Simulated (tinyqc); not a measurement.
Formation energy of a charged point defect from supercell energies: one step, computed by the program tinyqc.

The host is a compound AB. Making the defect adds n_A = 1, n_B = 0 atoms to the cell. All total energies are inputs. E_F is counted from the valence-band maximum (VBM); x = 0 is A-rich and x = 1 B-rich growth.

Problem. Image-charge corrections. Image-charge correction of a point charge in a neutralising background: E_corr = q^2 alpha e^2/(4 pi eps_0) / (2 eps L), alpha = 2.837297 for a sc array with L the cube root of the volume.

Inputs (values chosen for the exercise, with gap and screening modelled on ZnSe): dielectric constant eps = 9.07; cell length L = 21.1 angstrom.

Defect: A interstitial. Supercell lattice: sc.

charge states q: 1  0  -1

Constants: e^2/(4 pi eps_0) = 14.39964548 eV angstrom.

Give: E_corr.

Solution.

E_corr (eV): (q=+1) 0.1067, (q=0) 0.0000, (q=-1) 0.1067
